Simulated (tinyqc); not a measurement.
# Delay unit and parasitic delay from two ring oscillators

Problem. A ring of 21 inverters oscillates at 1/(2 x 21 d), with stage delay d = tau (h + p) for fan-out h. Find tau, p and the delay at fan-out 4.

frequencies of 21-stage ring oscillators with fan-out 1 and 6 (GHz): [2.5637476, 0.85685838]

Answer. d is a straight line in h with slope tau and intercept tau p.

tau = 3.700 ps
p = 1.510
delay at fan-out 4 = 20.39 ps

Program tinyqc, `OMP_NUM_THREADS=1 python tinyqc.py 2082030 2082031 out.jsonl`; Intel Xeon 2.30GHz, shared host, one thread, about 0.01 s.
